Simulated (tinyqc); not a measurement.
## Reverse leakage of an n+-p junction: diffusion, generation, trap-assisted and band-to-band tunnelling: leakage components against the reverse bias

One-sided abrupt junction in the depletion approximation, x from the junction (0) to W on the p side, field F = F0 (1 - x/W). Flat quasi-Fermi levels, long p side. Traps generate through SRH with both lifetimes shortened by 1 + Gamma (Hurkx enhancement, form for moderate fields); band-to-band generation is local and needs a total bending above Eg.

ni = sqrt(Nc Nv) exp(-Eg/(2 Vt)), Eg in volts; Vbi = Vt ln(Na Nd/ni^2); W = sqrt(2 eps0 eps_r (Vbi + VR)/(q Na)); F0 = 2 (Vbi + VR)/W; FG = sqrt(24 mt m0 (kB T)^3)/(q hbar); J_diff = q ni^2 sqrt(Dn/tau)(1 - exp(-VR/Vt))/Na. u = (Vbi + VR)(1 - x/W)^2, p = Na exp(-u/Vt), n = Nd exp((u - Vbi - VR)/Vt); G0 = ni^2 (1 - exp(-VR/Vt))/(tau (n + p + 2 ni cosh(Et/Vt))); Gamma = 2 sqrt(3 pi)(F/FG) exp((F/FG)^2); trap-assisted part G0 Gamma; G_bb = Ab F^2.5 exp(-Bb/F) with F in V/cm, zero unless Vbi + VR > Eg. Currents are q times the integrals over 0 to W; J_bb under 1e-8 of J is printed as 0; rows with F0/FG above 2.2, beyond the range of this Gamma, are left out.

Inputs (values chosen for the exercise); band and dielectric values close to those of silicon: temperature T = 350 K; band gap Eg = 1.11 eV; relative permittivity eps_r = 11.5; conduction-band density of states at T Nc = 3.53e19 cm^-3; valence-band density of states at T Nv = 3.29e19 cm^-3; acceptor density of the lighter side Na = 1e18 cm^-3; donor density of the heavier side Nd = 1e20 cm^-3; SRH lifetime of both carriers at zero field tau = 3e-6 s; trap level above the intrinsic level Et = 0 eV; tunnelling mass mt = 0.26 m0; electron diffusion coefficient on the lighter side Dn = 20 cm^2/s; band-to-band prefactor Ab = 7.9e14 cm^-0.5 V^-2.5 s^-1; band-to-band field constant Bb = 1.95e7 V/cm.

Constants: q = 1.602176634e-19 C, kB = 1.380649e-23 J/K, hbar = 1.054571817e-34 J s, m0 = 9.1093837015e-31 kg, Vt = kB T/q, eps0 = 8.8541878128e-14 F/cm where lengths are in cm. Results are converted to the units shown.

Result of one run:

| F0 (kV/cm) | F0/FG | J_diff (A/cm^2) | J_SRH (A/cm^2) | J_TAT (A/cm^2) | J_bb (A/cm^2) | J (A/cm^2) | largest part |
|---|---|---|---|---|---|---|---|
| 739 | 1.56 | 4.99e-11 | 1.42e-8 | 2.86e-7 | 3.17e-8 | 3.32e-7 | trap-assisted tunnelling |

Which reverse bias VR gave this result: 0.2, 0.7, 1.2, 1.7 or 2.2 V?

VR = 0.7 V.

The whole series:

| VR (V) | F0 (kV/cm) | F0/FG | J_diff (A/cm^2) | J_SRH (A/cm^2) | J_TAT (A/cm^2) | J_bb (A/cm^2) | J (A/cm^2) | largest part |
|---|---|---|---|---|---|---|---|---|
| 0.2 | 624 | 1.32 | 4.99e-11 | 5.45e-9 | 6.31e-8 | 1.14e-10 | 6.87e-8 | trap-assisted tunnelling |
| 0.7 | 739 | 1.56 | 4.99e-11 | 1.42e-8 | 2.86e-7 | 3.17e-8 | 3.32e-7 | trap-assisted tunnelling |
| 1.2 | 839 | 1.77 | 4.99e-11 | 2.11e-8 | 7.35e-7 | 1.26e-6 | 2.02e-6 | band-to-band tunnelling |
| 1.7 | 928 | 1.96 | 4.99e-11 | 2.71e-8 | 1.64e-6 | 1.82e-5 | 1.99e-5 | band-to-band tunnelling |
| 2.2 | 1.01e3 | 2.13 | 4.99e-11 | 3.25e-8 | 3.46e-6 | 1.42e-4 | 1.46e-4 | band-to-band tunnelling |

J rises from 6.87e-8 to 1.46e-4 A/cm^2. Trap-assisted tunnelling leads at VR = 0.2, band-to-band tunnelling from 1.2 on. The ratio J_TAT/J_SRH goes from 11.6 to 107 as F0/FG goes from 1.32 to 2.13.

Range of the model: The n+ side is degenerate, so Vbi from Boltzmann statistics is only a guide.

Numbers from tinyqc (`OMP_NUM_THREADS=1 python tinyqc.py 2290023 2290024 out.jsonl`; about 0.01 s on one thread of a shared Intel Xeon 2.30GHz).
